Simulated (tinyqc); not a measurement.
Dopants and charged point defects at anneal temperature: Fermi-level effect, clustering and pairing. Changing the anneal temperature T. Computed by tinyqc, a small Python program. Command: `OMP_NUM_THREADS=1 python tinyqc.py 3001105 3001106 out.jsonl pairing sweep`. One thread of a shared host (Intel(R) Xeon(R) Processor @ 2.30GHz), about 0.03 s of CPU time with the checks.

Boltzmann statistics and full ionisation of active dopants. Energies are counted from the valence band; the defect (a vacancy or self-interstitial) has five charge states, with all degeneracy factors one.

Inputs (values chosen for the exercise, with bands modelled on silicon):

| quantity | value | unit |
|---|---|---|
| gap at 0 K E_g0 | 1.19 | eV |
| Varshni alpha | 0.000478 | eV/K |
| Varshni beta | 615 | K |
| electron mass m_e | 0.335 | m_0 |
| valleys M_c | 6 | - |
| hole mass m_h | 0.816 | m_0 |
| total dopant density N | 2.2e+20 | cm^-3 |
| formation enthalpy of the neutral defect H_f | 3.57 | eV |
| formation entropy S_f | 6.6 | k_B |
| site density N_s | 3.9e+22 | cm^-3 |
| dopant atoms per cluster k | 3 | - |
| cluster binding energy E_b | 1.45 | eV |

Dopant: donor. Second part: clustering of the dopant.

defect levels as fractions of E_g(T): (2+/+), (+/0), (0/-), (-/2-): 0.047  0.32  0.38  0.91

Constants: m_0 = 9.1093837015e-31 kg; k_B = 1.380649e-23 J/K; h = 6.62607015e-34 J s; k_B = 8.617333262e-05 eV/K.

Method:
- E_g = E_g0 - alpha T^2/(T + beta).
- N_c = 2 M_c (2 pi m_e k_B T/h^2)^(3/2) and N_v = 2 (2 pi m_h k_B T/h^2)^(3/2), masses in units of m_0.
- n_i = sqrt(N_c N_v) exp(-E_g/2 k_B T); E_i = E_g/2 + (k_B T/2) ln(N_v/N_c).
- n = A/2 + sqrt(A^2/4 + n_i^2) for an active density A.
- k ionised dopants and k carriers form one neutral cluster: C = N_s (A/N_s)^k (n/N_b)^k exp(E_b/k_B T), N_b the effective density of states of the majority band, and N = A + k C (60 bisections in ln A between ln N - 90 and ln N).
- chi = n/n_i (for acceptors n_i/p); E_F = E_i + k_B T ln chi; field enhancement h = 1 + A/sqrt(A^2 + 4 n_i^2).
- C_0 = N_s exp(S_f/k_B) exp(-H_f/k_B T). Ratios to the neutral state at E_F = E_i: r_+ = exp((E(+/0) - E_i)/k_B T), r_2+ = r_+ exp((E(2+/+) - E_i)/k_B T), r_- = exp((E_i - E(0/-))/k_B T), r_2- = r_- exp((E_i - E(-/2-))/k_B T); at other E_F state q scales as chi^(-q). The enhancement is sum r_q chi^(-q)/sum r_q. The charge on the defects is left out of neutrality.

One run for each value:

| anneal temperature T (K) | all defects, doped (cm^-3) | enhancement over intrinsic | n_i (cm^-3) | active density A (cm^-3) | mean charge (e) |
|---|---|---|---|---|---|
| 735 | 3.8007e+04 | 627.88 | 3.3567e+16 | 1.5967e+19 | -1.3705 |
| 810 | 3.0101e+06 | 321.09 | 9.9050e+16 | 2.4283e+19 | -1.3949 |
| 885 | 1.1176e+08 | 179.20 | 2.4732e+17 | 3.4489e+19 | -1.4126 |
| 960 | 2.3233e+09 | 106.90 | 5.4261e+17 | 4.6437e+19 | -1.4248 |
| 1040 | 3.5931e+10 | 65.23 | 1.1211e+18 | 6.0843e+19 | -1.4323 |
| 1110 | 2.8193e+11 | 44.00 | 1.9592e+18 | 7.4588e+19 | -1.4347 |
| 1180 | 1.7136e+12 | 30.55 | 3.2279e+18 | 8.9110e+19 | -1.4333 |
| 1260 | 1.0412e+13 | 20.74 | 5.3778e+18 | 1.0626e+20 | -1.4268 |

Over the rows, all defects, doped (cm^-3) rises from 38000 to 1.04e13 (exponent d ln y / d ln x 45 between the first rows and 28 between the last); enhancement over intrinsic falls from 628 to 20.7 (exponent d ln y / d ln x -6.9 between the first rows and -5.9 between the last); n_i (cm^-3) rises from 3.36e16 to 5.38e18 (exponent d ln y / d ln x 11 between the first rows and 7.8 between the last). A line through ln(all defects) against 1/(k_B T) gives 2.95 eV, against H_f = 3.57 eV for the neutral state alone.
